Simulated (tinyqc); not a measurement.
n-type polysilicon, carrier trapping at grain boundaries: two steps of the calculation.

One-dimensional grains of size Lg, uniform ionised doping N, monovalent traps Qt at each boundary at a depth Et below (for electrons) or above (for holes) the band edge there, abrupt depletion of width W on each side of a boundary, Boltzmann statistics. xi is the distance from the band edge at the grain centre to the Fermi level. Trapped charge Qt/(1 + exp((xi + VB - Et)/Vt)) = 2 N W, barrier VB = q N W^2/(2 eps0 eps_r).

Parameters, values chosen for the exercise; values of the order met in polycrystalline silicon: temperature T = 350 K; relative permittivity eps_r = 11.7; conduction-band density of states at T NB = 3.53e19 cm^-3; grain size Lg = 78 nm; trap density of a grain boundary Qt = 5.6e11 cm^-2; depth of the trap level from the majority band edge at the boundary Et = 0.46 eV; mass for thermionic emission ms = 0.27 m0; correction factor of the emission rate fe = 0.25; mobility inside the grains mug = 120 cm^2/(V s); doping N = 2.9e17 cm^-3.

Constants: q = 1.602176634e-19 C, kB = 1.380649e-23 J/K, m0 = 9.1093837015e-31 kg, Vt = kB T/q, eps0 = 8.8541878128e-14 F/cm where lengths are in cm. Results are converted to the units shown.

Problem 1. Depletion width, Fermi level and barrier. If the trap equation with xi = Vt ln(NB/N) has a root W < Lg/2, the grain is partly depleted; otherwise W = Lg/2 and the trap equation gives xi = Et - VB + Vt ln(Qt/(N Lg) - 1). N* = Qt/Lg.

Find: N*; W; xi; VB; share of traps filled.

Solution 1.

N* = 7.179e16 cm^-3
W = 9.655 nm
xi = 0.1448 V
VB = 0.02090 V
share of traps filled = 0.9999

N is 4.04 N*, and the grain is partly depleted; VB = 0.693 Vt.

Problem 2. Resistivity and effective mobility. n0 = NB exp(-xi/Vt); mean density n0 (1 - 2 W/Lg) by charge balance in a partly depleted grain, and n0 (sqrt(pi)/2) erf(u)/u with u = sqrt(VB/Vt) in a fully depleted one; v = sqrt(kB T/(2 pi ms m0)); barrier resistivity Vt exp(VB/Vt)/(q fe n0 v Lg); grain resistivity (1 - 2 W/Lg)/(q n0 mug); effective mobility 1/(q mean density total resistivity).

W = 9.6546134 nm
xi = 0.14482420 V
VB = 0.020903239 V

Wanted: n0; mean density; v; barrier resistivity; grain resistivity; resistivity; effective mobility.

Solution 2.

n0 = 2.900e17 cm^-3
mean density = 2.182e17 cm^-3
v = 5.592e6 cm/s
barrier resistivity = 0.1191 ohm cm
grain resistivity = 0.1350 ohm cm
resistivity = 0.2540 ohm cm
effective mobility = 112.6 cm^2/(V s)

The resistivity is 1.42 times that of a single crystal with the same N and mobility mug, and the mean density is 75.2 % of N.

Program tinyqc, `OMP_NUM_THREADS=1 python tinyqc.py 2830152 2830153 out.jsonl`; Intel Xeon 2.30GHz, shared host, one thread, about 0.01 s.
